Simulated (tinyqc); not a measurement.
Worked calculation: Hubbard ring of 4 sites. Computed by tinyqc, a small Python program that keeps every step. Settings: hopping = 1.17, U = 8.6, mixing = 1, iteration cap = 83. Command: `OMP_NUM_THREADS=1 python tinyqc.py 27126 27127 out.jsonl` (the two numbers bound the seeds that draw the settings). One thread of a shared host (Intel(R) Xeon(R) Processor @ 2.60GHz), about 0.2 s of CPU time with the checks.

one-body matrix (hopping and site energies) (eV), order 1, 2, 3, 4:
```
[[0.380000, -1.170000, 0.000000, -1.170000],
 [-1.170000, 0.150000, -1.170000, 0.000000],
 [0.000000, -1.170000, -0.820000, -1.170000],
 [-1.170000, 0.000000, -1.170000, -0.970000]]
```

U = 8.600000 eV

electrons, up and down: [2, 2]

n(up) at the start (a guess, not normalised): [0.500000, 0.500000, 0.500000, 0.500000]

n(down) at the start (a guess): [0.500000, 0.500000, 0.500000, 0.500000]

Each step fills the lowest levels of T + U n(other spin) and sets n(new) = n + mixing (n(out) - n); stop when output and input agree to 1e-8.

Course of the cycle:
```
iteration       E (eV)  largest |n(out) - n(in)|  mean |n_up - n_down|
1           4.01397707                  3.29e-01              0.000000
2           7.63677297                  7.61e-01              0.000000
3           7.43445990                  8.98e-01              0.000000
4          11.41240257                  9.15e-01              0.000000
5          11.90165262                  9.19e-01              0.000000
6          12.63092766                  9.28e-01              0.000000
7          12.10136211                  9.30e-01              0.000000
8          12.65472323                  9.30e-01              0.000000
9          12.10423756                  9.31e-01              0.000000
10         12.65507654                  9.31e-01              0.000000
11         12.10427876                  9.31e-01              0.000000
...                ...                       ...                   ...
73         12.10427937                  9.31e-01              0.000000
74         12.65508178                  9.31e-01              0.000000
75         12.10427937                  9.31e-01              0.000000
76         12.65508178                  9.31e-01              0.000000
77         12.10427937                  9.31e-01              0.000000
78         12.65508178                  9.31e-01              0.000000
79         12.10427937                  9.31e-01              0.000000
80         12.65508178                  9.31e-01              0.000000
81         12.10427937                  9.31e-01              0.000000
82         12.65508178                  9.31e-01              0.000000
83         12.10427937                  9.31e-01              0.000000
```

Can the last value be used, and what does the course show?

Not by the stop rule. Not converged within 83 iterations: the residual has stopped falling: the iteration swings between two states. The lowest mean-field energy found from random starts is -2.49709 eV. Reruns (cap 100 unless said): mixing 0.2: not converged; mixing 0.5: not converged; mixing 0.9: not converged; the original settings with a cap of 400: not converged.
